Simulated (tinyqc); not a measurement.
# Transistor under a ferroelectric capacitor (negative capacitance), static model: two studies

A ferroelectric film of thickness tf lies between the gate and an inner metal at potential v, which drives an ordinary transistor. One domain, P = Q (background permittivity neglected): Vg = v + tf (2 al Q + 4 be Q^3), al = -3 sqrt(3) Ec/(4 Pr), be = 3 sqrt(3) Ec/(8 Pr^3). Gate charge Q(v) = Qi + Cp v with the channel charge Qi = Cox n Vt ln(1 + exp((v - VT)/(n Vt))). Q in uC/cm^2, E in kV/cm; 1 nm times 1 kV/cm is 1e-4 V. Domains, leakage and the switching time are left out.

Inputs (values chosen for the exercise); Pr and Ec close to those of hafnium oxide based films:
- T = 300 K (temperature)
- Pr = 24 uC/cm^2 (remanent polarisation)
- Ec = 1000 kV/cm (coercive field)
- Cox = 2.2 uF/cm^2 (capacitance of the inner oxide)
- Cp = 0.21 uF/cm^2 (overlap capacitance per gate area)
- VT = 0.29 V (threshold of the inner transistor)
- n = 1.2 (subthreshold factor of the inner transistor)
- Vg = 0.63 V (gate voltage)

Constants: q = 1.602176634e-19 C, kB = 1.380649e-23 J/K, Vt = kB T/q. Results are converted to the units shown.

Each table varies one quantity; the others keep the values above.

## Effect of the remanent polarisation

C = dQ/dv = Cox/(1 + exp(-(v - VT)/(n Vt))) + Cp; dVg/dv = 1 + C tf (2 al + 12 be Q^2); gain = dv/dVg. The largest gain is taken over -0.3 V < v < 2.5 V, tc is the thickness at which dVg/dv first touches zero, the swing is n Vt ln 10 (1 + 2 al tf Cp), v solves Vg(v) = Vg, and the last column compares Qi(v) with Qi(Vg) of the transistor without the film.

In this table tf = 27 nm.

Effect of the remanent polarisation:
```
Pr (uC/cm^2)	tc (nm)	largest gain	swing (mV/decade)	v at Vg (V)	Qi with/without film
19	30.46	8.812	65.89	2.369	6.114
23	36.83	3.746	66.86	1.575	3.779
29	46.40	2.392	67.80	1.134	2.483
37	59.17	1.839	68.59	0.9362	1.901
46	73.53	1.580	69.14	0.8419	1.623
58	92.69	1.411	69.62	0.7802	1.442
72	115.0	1.307	69.97	0.7420	1.330
```

Read the table: what changes, and by how much?

As Pr goes from 19 to 72 uC/cm^2, the largest gain falls from 8.81 to 1.31, the swing rises from 65.9 to 70.0 mV a decade and tc rises from 30.5 to 115 nm. At Pr = 15 uC/cm^2 tf is within 2 % of tc or beyond it, so those rows are left out. For Pr = 19 to 23 uC/cm^2 the gate charge passes 2.5 uC/cm^2, about what a silicon dioxide interlayer withstands. At Pr = 19 uC/cm^2 the gain relies on a single-domain state close to the fold, which domains would spoil.

## Effect of the coercive field

Same model as above.

In this table tf = 27 nm.

Result of one run:
```
Ec (kV/cm)	tc (nm)	largest gain	swing (mV/decade)	v at Vg (V)	Qi with/without film
1200	32.02	6.376	66.17	2.216	5.665
```

What becomes of these results when the coercive field Ec is changed from 1200 to 1000 kV/cm, all else the same?

Result of the changed run:
```
Ec (kV/cm)	tc (nm)	largest gain	swing (mV/decade)	v at Vg (V)	Qi with/without film
1000	38.43	3.363	67.05	1.459	3.440
```

The whole series:
```
Ec (kV/cm)	tc (nm)	largest gain	swing (mV/decade)	v at Vg (V)	Qi with/without film
400	96.07	1.391	69.68	0.7728	1.420
600	64.04	1.729	68.80	0.8955	1.781
800	48.03	2.284	67.92	1.094	2.365
1000	38.43	3.363	67.05	1.459	3.440
1200	32.02	6.376	66.17	2.216	5.665
```

As Ec goes from 400 to 1200 kV/cm, the largest gain rises from 1.39 to 6.38, the swing falls from 69.7 to 66.2 mV a decade and tc falls from 96.1 to 32.0 nm. At Ec = 1500, 1800 kV/cm tf is within 2 % of tc or beyond it, so those rows are left out. For Ec = 1000 to 1200 kV/cm the gate charge passes 2.5 uC/cm^2, about what a silicon dioxide interlayer withstands. At Ec = 1200 kV/cm the gain relies on a single-domain state close to the fold, which domains would spoil.

tinyqc, about 0.02 s, one thread, Intel Xeon 2.30GHz (shared host): `OMP_NUM_THREADS=1 python tinyqc.py 2860058 2860059 out.jsonl`
